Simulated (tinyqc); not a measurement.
The same stress in different states: Raman shift of the zone-centre optical phonon of a diamond-structure crystal under stress. Computed by tinyqc, a small Python program. Command: `OMP_NUM_THREADS=1 python tinyqc.py 3013796 3013797 out.jsonl ramanstress walk`. One thread of a shared host (Intel(R) Xeon(R) Processor @ 2.30GHz), about 0.01 s of CPU time with the checks.

Axes x, y, z are the cube axes. Strain shifts the threefold optical mode and can split it; p, q and r are the phonon deformation potentials.

Inputs (values chosen for the exercise, modelled on silicon):

| quantity | value | unit |
|---|---|---|
| unstrained frequency omega_0 | 520.2 | 1/cm |
| p/omega_0^2 | -1.87 | - |
| q/omega_0^2 | -2.38 | - |
| r/omega_0^2 | -0.74 | - |
| C11 | 167.8 | GPa |
| C12 | 63.85 | GPa |
| C44 | 80.31 | GPa |
| stress sigma (tension positive) | 0.51 | GPa |

Stress state: uniaxial. Axis: [210].

Method:
- S11 = (C11 + C12)/D, S12 = -C12/D, D = (C11 - C12)(C11 + 2 C12), S44 = 1/C44.
- eps_xx = S11 sigma_xx + S12 (sigma_yy + sigma_zz), and cyclic; eps_xy = S44 sigma_xy/2 (tensor strain).
- Secular matrix: M_xx = p eps_xx + q (eps_yy + eps_zz), M_xy = 2 r eps_xy; its eigenvalues are omega^2 - omega_0^2, and the shifts are these over 2 omega_0.
- Uniaxial: sigma n n^T; biaxial: sigma (1 - n n^T); hydrostatic: sigma 1. The line seen from (001) is taken as unresolved, at the intensity-weighted shift M_zz/(2 omega_0).

S44 = 12.4517 1/TPa

S11 = 7.54137 1/TPa

S12 = -2.07864 1/TPa

Shifts (1/cm):

| state | lowest | middle | highest | line seen from (001) |
|---|---|---|---|---|
| uniaxial [100] | -1.2090 | -1.2090 | -0.5582 | -1.2090 |
| uniaxial [110] | -1.4948 | -1.2090 | -0.2725 | -1.2090 |
| uniaxial [001] | -1.2090 | -1.2090 | -0.5582 | -0.5582 |
| uniaxial [111] | -1.8069 | -0.5846 | -0.5846 | -0.9921 |
| biaxial, normal [001] | -2.4180 | -1.7672 | -1.7672 | -2.4180 |
| biaxial, normal [111] | -2.3916 | -2.3916 | -1.1693 | -1.9842 |
| hydrostatic | -2.9762 | -2.9762 | -2.9762 | -2.9762 |

What follows from these numbers?

Seen from (001), uniaxial stress along [100] and along [110] give the same shift (-1.209), and equal biaxial stress in the plane gives twice as much (-2.418), since only sigma_xx + sigma_yy and sigma_zz enter M_zz. Stress along [001] gives -0.558. One measured shift therefore fixes the stress only once its state is assumed: read as uniaxial in the plane, a shift implies twice the stress that it does read as biaxial.

Extremes, crossings and ranges named in words are read from the listed rows.
